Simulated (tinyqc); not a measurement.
Absorption edge of a degenerate semiconductor, band filling against gap narrowing: two steps of the calculation.

n-type, parabolic bands, full ionisation. eta = (EF - Ec)/kB T solves N = Nc F12(eta), F12(x) = (2/sqrt(pi)) int_0^infinity sqrt(u)/(1 + exp(u - x)) du. The gap shrinks rigidly by dEg = a3 y^(1/3) + a4 y^(1/4) + a2 y^(1/2), y = N/1e18 cm^-3, an empirical law that is here taken as the true narrowing.

Values chosen for this exercise; band and dielectric values close to those of indium phosphide:
- T = 300 K (temperature)
- Eg = 1.33 eV (band gap)
- Nc = 5.65e17 cm^-3 (conduction-band density of states at 300 K, from me)
- me = 0.0797 m0 (electron mass)
- mh = 0.595 m0 (hole mass)
- N = 1.2e18 cm^-3 (ionised donor density)
- a3 = 19.1 meV (coefficient of (N/1e18)^(1/3))
- a4 = 2.3 meV (coefficient of (N/1e18)^(1/4))
- a2 = 4.2 meV (coefficient of (N/1e18)^(1/2))

Constants: q = 1.602176634e-19 C, kB = 1.380649e-23 J/K, h = 6.62607015e-34 J s, c = 299792458 m/s, Vt = kB T/q. Results are converted to the units shown.

Question 1. Fermi level. Newton step on ln F12(eta) = ln(N/Nc): eta(new) = eta - ln(Nc F12/N) F12/Fm, Fm(x) = dF12/dx = (1/sqrt(pi)) int_0^infinity u^(-1/2)/(1 + exp(u - x)) du.

eta at the start (Boltzmann value) = 0.7533

Give: F12; Fm; eta after iteration 1.

Answer 1.

F12 = 1.336
Fm = 0.9177
eta after iteration 1 = 1.428

Question 2. The optical edge. Vertical transitions need an empty final state: the edge is taken where the state lies 4 kB T below EF, E_opt = Eg - dEg + (1 + me/mh) max(eta - 4, 0) kB T; wavelength h c/(q E_opt).

converged eta = 1.4831674

Wanted: dEg; EF - Ec; filling shift; E_opt; wavelength.

Answer 2.

dEg = 27.305 meV
EF - Ec = 38.343 meV
filling shift = 0 meV
E_opt = 1.3027 eV
wavelength = 951.75 nm

The edge lies 27.3 meV below the undoped gap: narrowing outweighs filling.

Range of the model: Band tails, non-parabolic bands and incomplete ionisation are left out.

Program tinyqc, `OMP_NUM_THREADS=1 python tinyqc.py 2330005 2330006 out.jsonl`; Intel Xeon 2.30GHz, shared host, one thread, about 0.01 s.
